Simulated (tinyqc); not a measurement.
# Worked calculation: read current of a NAND string, cells in series solved by shooting

Computed by the program tinyqc: `OMP_NUM_THREADS=1 python tinyqc.py 2142278 2142279 out.jsonl`, one thread of a shared Intel Xeon 2.30GHz, about 0.5 s for the whole run. Printed values are rounded.

Cells in series, numbered from 0 at the source line (0 V) to the bit line, each followed by a gap resistance Rg. A cell with gate Vg, threshold VT, source Vs and drain Vd passes I = 2 nf K Vt^2 [F(Vs) - F(Vd)]/(1 + th max(Vg - VT, 0)), F(V) = ln^2(1 + exp((Vg - VT - nf V)/(2 nf Vt))). The selected cell has Vg = Vr, the others Vg = Vp.

Inputs (values chosen for the exercise); values of the order met in vertical NAND strings: temperature T = 300 K; gain factor of a cell K = 13 uA/V^2; slope factor nf = 1.9; mobility reduction factor th = 0.1 1/V; resistance of the gap between cells Rg = 3.3 kohm; bit-line voltage Vbl = 0.7 V; pass voltage Vp = 7.9 V; read voltage on the selected word line Vr = 4.25 V.

Constants: q = 1.602176634e-19 C, kB = 1.380649e-23 J/K, Vt = kB T/q. Results are converted to the units shown.

## Step 1: node voltages for a trial current

first trial current = 2.2 uA
thresholds from the source end, cell 0 to 4 (V): [-1.6, 2.6, -1.6, -1.6, 3.4]

For a trial current I start at 0 V and, cell by cell (the selected one is cell 1), solve for the drain: sqrt(F(Vd)) = sqrt(F(Vs) - I/k), k = 2 nf K Vt^2/(1 + th max(Vg - VT, 0)), Vd = [Vg - VT - 2 nf Vt ln(exp(sqrt F) - 1)]/nf, then add I Rg.

node voltage after each cell and gap, trial 1, cell 0 to 4 (V): [0.04211835, 0.1863004, 0.2297779, 0.2735880, 0.3434345]

## Step 2: node voltages for a trial current

second trial current = 3.7 uA

As before.

node voltage after each cell and gap, trial 2, cell 0 to 4 (V): [0.07097640, 0.3450119, 0.4204017, 0.4968462, 0.6289520]

## Course of the secant iteration

Secant steps on the end voltage less Vbl, from the two trials; a trial above the saturation current of a cell has no solution and is moved halfway to the previous trial. Stop below 1e-9 V.

Course of the iteration:

| iteration | I (uA) | end voltage - Vbl (V) | halvings |
|---|---|---|---|
| 1 | 4.073259 | 0.0115 | 0 |
| 2 | 4.021290 | -3.86e-4 | 0 |
| 3 | 4.022978 | -2.12e-6 | 0 |
| 4 | 4.022988 | 3.89e-10 | 0 |

Converged in 4 iterations to I = 4.0230 uA. The selected cell takes 42.1 % of the bit-line voltage and the gaps together 9.48 %.
